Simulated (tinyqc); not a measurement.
# Random telegraph noise from one oxide trap in a small MOSFET: what changes with what

An acceptor-like trap exchanges electrons with the channel. Inversion charge Q = Cox u, u = n Vt W0(exp((Vg - VT)/(n Vt))), W0 the Lambert function, n = nf, Cox = eps0 eox/tox; linear regime Id = (W/L) mu Q Vd. Relative to threshold the surface potential rises by Vt ln(u/u0) and the oxide voltage by the rest of Vg - VT, with u0 = n Vt W0(1).

Parameters, values chosen for the exercise; values of the order met in silicon transistors: temperature T = 250 K; relative permittivity of the gate insulator (close to aluminium oxide) eox = 8.85; insulator thickness tox = 9.8 nm; depth of the trap from the channel interface xt = 2.6 nm; trap level above the channel Fermi level at threshold E0 = 0.3 eV; capture prefactor s0 = 5e-16 cm^2; capture barrier (lattice relaxation) EB = 0.32 eV; tunnelling decay length lt = 0.15 nm; thermal velocity vth = 2.2e7 cm/s; thickness of the inversion layer zi = 1.9 nm; threshold voltage VT = 0.26 V; body factor nf = 1.27; gate width W = 93 nm; gate length L = 72 nm; mobility mu = 130 cm^2/(V s); scattering coefficient of the charged trap asc = 0 V s; drain voltage Vd = 0.05 V; gate voltage Vg = 1.11 V.

Constants: q = 1.602176634e-19 C, kB = 1.380649e-23 J/K, Vt = kB T/q, eps0 = 8.8541878128e-14 F/cm where lengths are in cm. Results are converted to the units shown.

Each table varies one quantity; the others keep the values above.

## Time constants and noise against gate voltage

N = Cox u/q; dpsi = Vt ln(u/u0); E = E0 - dpsi - (xt/tox)(Vg - VT - dpsi); capture time tc = 1/[(N/zi) vth s0 exp(-xt/lt - EB/Vt)]; emission time te = tc exp(-E/Vt); occupancy te/(tc + te). A = W L; threshold step dV = q (1 - xt/tox)/(Cox A); gm/Id = 1/(u + n Vt); relative step dI/I = (gm/Id) dV + asc mu/A. fc = (1/tc + 1/te)/(2 pi); rms = (dI/I) sqrt(tc te)/(tc + te).

Time constants and noise against gate voltage:
```
Vg (V)	E (eV)	tc (s)	te (s)	occupancy	dI/I (%)	fc (Hz)	rms dI/I (%)
0.92	0.067677	571.50	24.700	0.041430	0.36402	0.0067219	0.072542
0.98	0.050257	519.75	50.427	0.088441	0.33242	0.0034623	0.094387
1.04	0.032962	476.45	103.17	0.17799	0.30578	0.0018767	0.11696
1.1	0.015773	439.70	211.44	0.32473	0.28303	0.0011147	0.13253
1.16	-0.0013248	408.14	434.02	0.51537	0.26338	7.5665e-4	0.13163
1.22	-0.018343	380.74	892.09	0.70087	0.24624	5.9642e-4	0.11275
1.28	-0.035292	356.74	1835.7	0.83729	0.23117	5.3283e-4	0.085324
1.34	-0.052179	335.56	3781.4	0.91849	0.21781	5.1639e-4	0.059595
1.4	-0.069012	316.72	7796.4	0.96096	0.20589	5.2293e-4	0.039878
```

What does the table show?

tc falls from 571 to 317 s as the channel fills and te rises from 24.7 to 7800 s; they are equal at Vg = 1.16 V, where E = 0. The rms noise goes from 0.0725 through a maximum of 0.133 (at Vg = 1.1 V among the rows listed) to 0.0399 %. The slope -Vt d ln(tc/te)/dVg is 0.290 between the first two rows and 0.281 between the last two; it tends to xt/tox = 0.265 only when the surface potential stops moving.

## Effect of the depth of the trap from the channel interface

Same model as above.

Effect of the depth of the trap from the channel interface:
```
xt (nm)	E (eV)	tc (s)	te (s)	occupancy	dI/I (%)	fc (Hz)	rms dI/I (%)
0.49	0.17788	3.3770e-4	8.7612e-8	2.5937e-4	0.36148	1.8171e6	0.0058209
1.47	0.10126	0.23223	0.0021112	0.0090091	0.32343	76.071	0.030560
2.45	0.024645	159.70	50.874	0.24160	0.28538	0.0041250	0.12216
3.43	-0.051975	1.0982e5	1.2259e6	0.91778	0.24733	1.5790e-6	0.067941
4.41	-0.12859	7.5525e7	2.9541e10	0.99745	0.20928	2.1127e-9	0.010555
5.39	-0.20521	5.1938e10	7.1187e14	0.99993	0.17123	3.0646e-12	0.0014625
6.37	-0.28183	3.5717e13	1.7154e19	1.0000	0.13318	4.4560e-15	1.9217e-4
```

As xt goes from 0.49 to 6.37, tc rises from 3.38e-4 to 3.57e13 s, te rises from 8.76e-8 to 1.72e19 s and dI/I falls from 0.361 to 0.133 %. tc grows a decade every lt ln 10 = 0.345 nm of depth; traps spread evenly in depth therefore give corner frequencies spread evenly on a log scale, whose sum is 1/f noise if the traps contribute equal variances.

Range of the model: VT is taken as given; short-channel effects and the uneven flow of current among few electrons are left out.

Numbers from tinyqc (`OMP_NUM_THREADS=1 python tinyqc.py 2710010 2710011 out.jsonl`; about 0.01 s on one thread of a shared Intel Xeon 2.30GHz).
